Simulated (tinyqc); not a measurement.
# Worked calculation: surface potential of a MOS transistor: implicit equation and explicit approximations

Numbers from tinyqc (`OMP_NUM_THREADS=1 python tinyqc.py 2122087 2122088 out.jsonl`; about 0.01 s on one thread of a shared Intel Xeon 2.30GHz). Printed values are rounded.

p-type body, charge-sheet picture, depletion and inversion only, full ionisation (an idealisation for deep acceptors), Boltzmann statistics (rough once Na exp(x - xn) passes about Nc/7). In units of Vt: xg = (Vg - Vfb)/Vt, x = psi/Vt, G = gamma/sqrt(Vt), xn = (2 phiF + Vc)/Vt. The implicit equation is (xg - x)^2 = G^2 [x - 1 + exp(x - xn)] for x above about 3. Cox = eps0 eox/tox.

Inputs (values chosen for the exercise); band and dielectric values close to those of silicon: temperature T = 300 K; band gap Eg = 1.11 eV; relative permittivity eps_r = 11.9; conduction-band density of states at T Nc = 2.78e19 cm^-3; valence-band density of states at T Nv = 2.65e19 cm^-3; relative permittivity of the gate insulator (close to silicon dioxide) eox = 3.9; insulator thickness tox = 2.3 nm; acceptor density Na = 1.3e18 cm^-3; flat-band voltage Vfb = -0.55 V; channel-body voltage Vc = 1 V; gate-body voltage Vg = 2.67 V.

Constants: q = 1.602176634e-19 C, kB = 1.380649e-23 J/K, Vt = kB T/q, eps0 = 8.8541878128e-14 F/cm where lengths are in cm. Results are converted to the units shown.

Range of the model: The electron quasi-Fermi level lies less than 2 Vt below the band edge at the surface, or above it, where degeneracy and confinement, left out, matter.

## Scales

ni = sqrt(Nc Nv) exp(-Eg/(2 Vt)), Eg in volts; phiF = Vt ln(Na/ni); gamma = sqrt(2 q eps0 eps_r Na)/Cox; VT = Vfb + Vt (xn + G sqrt(xn - 1)).

phiF = 0.476443 V
gamma = 0.441270 V^0.5
G = 2.74446
xn = 75.5410
VT = 2.01545 V
xg = 124.555

## Explicit approximation

Depletion value a = 1 + [sqrt(G^2/4 + xg - 1) - G/2]^2; inversion value b = xn + ln[(xg - xn)^2/G^2 - xn + 1] and first guess y = min(a, b) - ln(1 + exp(-|a - b|)) if a > xn + 1, else b = y = a; one second-order correction with D = exp(y - xn), p = 2 (xg - y) + G^2 (1 + D), w = (xg - y)^2 - G^2 (y - 1 + D): z = y + 2 w/(p + sqrt(p^2 - 2 (2 - G^2 D) w)), or the Newton step z = y + w/p where the root is not real.

a = 97.5834
b = 81.0399
y = 81.0399
p = 1935.50
w = -550.225
z = 80.7010

The root of the implicit equation is x = 80.7088; y misses it by 0.33 and z by -0.0078, in units of Vt.

## Starting value

x = a rounded to two decimals.

x at the start = 97.58

## Iteration 1: new x

D = exp(x - xn), f = (xg - x)^2 - G^2 (x - 1 + D), f' = -2 (xg - x) - G^2 (1 + D), x(new) = x - f/f'.

D = 3.72752e9
f = -2.80759e10
f' = -2.80759e10
x after iteration 1 = 96.5800

## Iteration 2: new x

As before.

D = 1.37128e9
f = -1.03286e10
f' = -1.03286e10
x after iteration 2 = 95.5800

## Iteration 3: new x

As before.

D = 5.04465e8
f = -3.79966e9
f' = -3.79966e9
x after iteration 3 = 94.5800

## Course of the iteration

Stop when the step is below 1e-11, or after 60 iterations.

Course of the iteration:

| iteration | x before the step | step |
|---|---|---|
| 1 | 97.58 | -1.00 |
| 2 | 96.5800 | -1.00 |
| 3 | 95.5800 | -1.00 |
| 4 | 94.5800 | -1.00 |
| 5 | 93.5800 | -1.00 |
| 6 | 92.5800 | -1.00 |
| 7 | 91.5800 | -1.00 |
| 8 | 90.5800 | -1.00 |
| 9 | 89.5800 | -1.00 |
| ... | ... | ... |
| 14 | 84.5884 | -0.984 |
| 15 | 83.6049 | -0.952 |
| 16 | 82.6525 | -0.868 |
| 17 | 81.7846 | -0.669 |
| 18 | 81.1156 | -0.338 |
| 19 | 80.7780 | -0.0670 |
| 20 | 80.7110 | -2.19e-3 |
| 21 | 80.7088 | -2.23e-6 |
| 22 | 80.7088 | -2.32e-12 |

Converged in 22 iterations. In 15 iterations the step is within 5 % of -1, the mark of an exponential that dominates f.

## Potential, charges and gate control

converged x = 80.7088

psi = Vt x; N_dep = Cox Vt G sqrt(x - 1)/q; N_inv = (Cox Vt G/q) [sqrt(x - 1 + exp(x - xn)) - sqrt(x - 1)]; dpsi/dVg = 1/[1 + G^2 (1 + exp(x - xn))/(2 (xg - x))].

psi = 2.08648 V
N_dep = 5.93580e12 cm^-2
N_inv = 4.6861e12 cm^-2
dpsi/dVg = 0.0618707

psi lies 5.2 Vt above 2 phiF + Vc.
